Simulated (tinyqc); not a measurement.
n-type polysilicon, carrier trapping at grain boundaries: effect of the doping.

One-dimensional grains of size Lg, uniform ionised doping N, monovalent traps Qt at each boundary at a depth Et below (for electrons) or above (for holes) the band edge there, abrupt depletion of width W on each side of a boundary, Boltzmann statistics. xi is the distance from the band edge at the grain centre to the Fermi level. Trapped charge Qt/(1 + exp((xi + VB - Et)/Vt)) = 2 N W, barrier VB = q N W^2/(2 eps0 eps_r).

If the trap equation with xi = Vt ln(NB/N) has a root W < Lg/2, the grain is partly depleted; otherwise W = Lg/2 and the trap equation gives xi = Et - VB + Vt ln(Qt/(N Lg) - 1). N* = Qt/Lg. n0 = NB exp(-xi/Vt); mean density n0 (1 - 2 W/Lg) by charge balance in a partly depleted grain, and n0 (sqrt(pi)/2) erf(u)/u with u = sqrt(VB/Vt) in a fully depleted one; v = sqrt(kB T/(2 pi ms m0)); barrier resistivity Vt exp(VB/Vt)/(q fe n0 v Lg); grain resistivity (1 - 2 W/Lg)/(q n0 mug); effective mobility 1/(q mean density total resistivity). Rows with xi above 0.45 V, towards mid-gap, are left out, since the other carrier type is ignored.

Inputs (values chosen for the exercise); values of the order met in polycrystalline silicon:
- T = 300 K (temperature)
- eps_r = 11.7 (relative permittivity)
- NB = 2.8e19 cm^-3 (conduction-band density of states at T)
- Lg = 120 nm (grain size)
- Qt = 6.6e11 cm^-2 (trap density of a grain boundary)
- Et = 0.45 eV (depth of the trap level from the majority band edge at the boundary)
- ms = 0.4 m0 (mass for thermionic emission)
- fe = 0.25 (correction factor of the emission rate)
- mug = 51 cm^2/(V s) (mobility inside the grains)

Constants: q = 1.602176634e-19 C, kB = 1.380649e-23 J/K, m0 = 9.1093837015e-31 kg, Vt = kB T/q, eps0 = 8.8541878128e-14 F/cm where lengths are in cm. Results are converted to the units shown.

Result of one run:
columns A: N (cm^-3); B: N/N*; C: depleted share 2 W/Lg; D: VB (V); E: xi (V); F: mean density (cm^-3); G: resistivity (ohm cm); H: effective mobility (cm^2/(V s))
```
A         B       C        D       E         F       G      H
5e17  9.091  0.1100  0.01684  0.1041  4.450e17  0.2664  52.66
```

What becomes of these results when the doping N is changed from 5e17 to 2.2e18 cm^-3, all else the same?

Result of the changed run:
columns A: N (cm^-3); B: N/N*; C: depleted share 2 W/Lg; D: VB (V); E: xi (V); F: mean density (cm^-3); G: resistivity (ohm cm); H: effective mobility (cm^2/(V s))
```
A           B        C         D        E         F        G      H
2.2e18  40.00  0.02500  0.003828  0.06576  2.145e18  0.06090  47.78
```

The whole series:
columns A: N (cm^-3); B: N/N*; C: depleted share 2 W/Lg; D: VB (V); E: xi (V); F: mean density (cm^-3); G: resistivity (ohm cm); H: effective mobility (cm^2/(V s))
```
A            B        C         D        E         F        G      H
1.2e16  0.2182    1.000   0.03341   0.4496  5.454e11  5.871e4  194.9
2.6e16  0.4727    1.000   0.07238   0.3804  5.917e12  1.828e4  57.72
5.4e16  0.9818    1.000    0.1503   0.1965  5.132e15    303.4  4.008
1.1e17   2.000   0.4999   0.07654   0.1432  5.501e16    2.776  40.87
2.4e17   4.364   0.2292   0.03509   0.1230  1.850e17   0.5978  56.44
5e17     9.091   0.1100   0.01684   0.1041  4.450e17   0.2664  52.66
1e18     18.18  0.05500  0.008421  0.08614  9.450e17   0.1332  49.60
2.2e18   40.00  0.02500  0.003828  0.06576  2.145e18  0.06090  47.78
```

As N goes from 1.2e16 to 2.2e18, VB goes from 0.0334 through a maximum of 0.150 (at N = 5.4e16 among the rows listed) to 0.00383 V, the resistivity falls from 58700 to 0.0609 ohm cm and the effective mobility moves up and down between 4.01 and 195 cm^2/(V s). The steepest fall of the resistivity among the rows, as N^(-6.6), lies between N = 5.4e16 and 1.1e17 cm^-3; N* = 5.50e16 cm^-3. While the grain is fully depleted VB grows as N; once the traps are full it falls as 1/N. For N = 5e17, 1e18, 2.2e18 VB is below Vt, where abrupt depletion and thermionic emission are rough. For N = 5.4e16 the grain is near the changeover between partial and full depletion, within a few Debye lengths, where both limits are rough. For N = 1.2e16, 2.6e16, 2.4e17, 5e17 the effective mobility exceeds mug, since drift through the depleted part of the grain is left out.

Computed by the program tinyqc: `OMP_NUM_THREADS=1 python tinyqc.py 2830014 2830015 out.jsonl`, one thread of a shared Intel Xeon 2.30GHz, about 0.01 s for the whole run.
